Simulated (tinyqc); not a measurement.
What moves the results: Wannier function of the lower band of a two-orbital chain. A value that a table varies takes the place of the one given here.

H(k) = [[-d/2 - 2 ta cos k, -t1 - t2 exp(-ik)], [-t1 - t2 exp(ik), d/2 - 2 tb cos k]], k in 1/a, Bloch sums with exp(ikR) and without the positions inside the cell. Mesh k_j = 2 pi j/N. Projection gauge: each lower eigenvector u is multiplied by the phase that makes <trial|u> real and positive (the one-band case of Loewdin orthogonalisation). Wannier amplitudes w(R) = (1/N) sum_k exp(ikR) u(k); hoppings H(R) = (1/N) sum_k exp(-ikR) E(k).

Parameters, chosen for this exercise: d = 1.47 eV (A at -d/2, B at +d/2); t1 = 0.88 eV (A-B in the cell); t2 = 1.69 eV (B to A of the next cell); ta = 0.35 eV (A-A between cells); tb = 0.14 eV (B-B between cells); xb = 0.33 a (position of B (A at 0)); th = 45 degrees (trial orbital cos(th) A + sin(th) B in cell 0).

## Convergence with the mesh

Centre and Omega_I from overlaps M_j = u_j^+ diag(1, exp(-i b xb)) u_(j+1), b = 2 pi/N: centre -(1/2 pi) sum arg M, Omega_I = (1/(N b^2)) sum (1 - |M|^2). Largest error of the Fourier interpolation on 41 points from 0 to pi.

Mesh:

| N | centre (a) | Omega_I (a^2) | H(1) (eV) | largest error (meV) |
|---|---|---|---|---|
| 3 | -0.14320 | 0.08038 | -0.62648 | 247.064 |
| 4 | -0.17026 | 0.09260 | -0.68824 | 48.104 |
| 6 | -0.18048 | 0.10682 | -0.67705 | 12.900 |
| 8 | -0.18425 | 0.11380 | -0.67599 | 4.650 |
| 12 | -0.18696 | 0.11959 | -0.67583 | 0.663 |
| 16 | -0.18790 | 0.12178 | -0.67583 | 0.095 |
| 24 | -0.18857 | 0.12340 | -0.67583 | 0.003 |

The interpolation error falls exponentially, from 48.1 meV at N = 4 to 0.663 at N = 12, because the hoppings decay exponentially for an isolated band (smallest gap 1.93 eV). Omega_I carries a finite-difference error and converges as a power: against the value 0.12474 on 400 points it is off by -0.00515 at N = 12 and -0.00134 at N = 24, an exponent of 1.94, near the limit 2.

## Choice of the trial orbital

N = 16. Centre, Omega_I and Omega_D from overlaps (b = 2 pi/N, M_j = u_j^+ diag(1, exp(-i b xb)) u_(j+1); Omega_D = (1/(N b^2)) sum (arg M_j + b centre)^2).

Trial angle:

| th (deg) | smallest projection | centre (a) | Omega_I (a^2) | Omega_D (a^2) |
|---|---|---|---|---|
| 0 | 0.820 | -0.1879 | 0.12178 | 0.00809 |
| 15 | 0.725 | -0.1879 | 0.12178 | 0.05091 |
| 30 | 0.522 | -0.1879 | 0.12178 | 0.15616 |
| 45 | 0.284 | -0.1879 | 0.12178 | 0.44764 |
| 60 | 0.026 | -0.1879 | 0.12178 | 1.48369 |
| 75 | 0.234 | 0.8121 | 0.12178 | 0.55884 |
| 90 | 0.478 | 0.8121 | 0.12178 | 0.11247 |

Omega_I is the same for all. Omega_D is smallest at 0 degrees (0.00809) and largest at 60 (1.48369). The centre jumps by a whole period for some trials: there the phase winds once across the zone, which centres the function in another cell.

## Centre against ionicity

N = 24, d varied. Overlaps M_j = u_j^+ diag(1, exp(-i b xb)) u_(j+1), b = 2 pi/N; centre -(1/2 pi) sum arg M_j folded into [0, 1); Omega_I = (1/(N b^2)) sum (1 - |M_j|^2); charge moved is -2 times the shift of the centre from its value at d = 0 (a doubly filled band); weight on A averaged over the mesh.

Against d:

| d (eV) | centre (a) | charge moved (e) | weight on A | Omega_I (a^2) |
|---|---|---|---|---|
| -6.0 | 0.3651 | 0.5310 | 0.076 | 0.0279 |
| -3.0 | 0.4169 | 0.4274 | 0.177 | 0.0645 |
| -1.5 | 0.4850 | 0.2912 | 0.290 | 0.1050 |
| -0.5 | 0.5706 | 0.1200 | 0.408 | 0.1416 |
| 0.0 | 0.6306 | 0.0000 | 0.482 | 0.1550 |
| 0.5 | 0.6976 | -0.1340 | 0.561 | 0.1560 |
| 1.5 | 0.8142 | -0.3672 | 0.701 | 0.1221 |
| 3.0 | 0.9058 | -0.5503 | 0.828 | 0.0693 |
| 6.0 | 0.9647 | -0.6681 | 0.929 | 0.0276 |

For large positive d the function sits on A (centre 0.965) and for large negative d on B at 0.33 (centre 0.365); at d = 0 it lies at 0.631, on the bond between cells, the stronger one. Among these rows the spread is largest at d = 0.5 eV.

## What each parameter does

N = 24: centre (folded into [0, 1)) and Omega_I from overlaps M_j = u_j^+ diag(1, exp(-i b xb)) u_(j+1), b = 2 pi/N: centre = -(1/2 pi) Im ln prod M_j, Omega_I = mean(1 - |M_j|^2)/b^2; and the first two hoppings H(R). Each row changes one parameter from the base and keeps the others.

Results:

| case | centre (a) | Omega_I (a^2) | H(1) (eV) | H(2) (eV) |
|---|---|---|---|---|
| base | 0.8114 | 0.1234 | -0.6758 | 0.0472 |
| d = 1.77 eV | 0.8373 | 0.1106 | -0.6690 | 0.0439 |
| t1 = 1.03 eV | 0.8231 | 0.1349 | -0.7350 | 0.0616 |
| t2 = 1.59 eV | 0.8224 | 0.1238 | -0.6719 | 0.0486 |
| ta = 0.45 eV | 0.8002 | 0.1297 | -0.7462 | 0.0489 |
| xb = 0.38 a | 0.8265 | 0.1106 | -0.6758 | 0.0472 |
| th = 55 degrees | 0.8114 | 0.1234 | -0.6758 | 0.0472 |

The largest shifts from the base row, up to three for each result and ties (the steps differ in size, so this ranks the rows, not the parameters). centre (a): d +0.0258, xb +0.0150, t1 +0.0116; unchanged at the printed digits by th. Omega_I (a^2): xb -0.0128, d -0.0128, t1 +0.0115; unchanged at the printed digits by th. H(1) (eV): ta -0.0703, t1 -0.0591, d +0.0068; unchanged at the printed digits by xb and th. H(2) (eV): t1 +0.0143, d -0.0033, ta +0.0017; unchanged at the printed digits by xb and th. The trial angle is a choice of gauge and moves none of these; xb enters the position operator alone, so it leaves the hoppings.

(tinyqc, `OMP_NUM_THREADS=1 python tinyqc.py 1482753 1482754 out.jsonl`, Intel(R) Xeon(R) Processor @ 2.30GHz, 1 thread, shared host, about 0.2 s.)
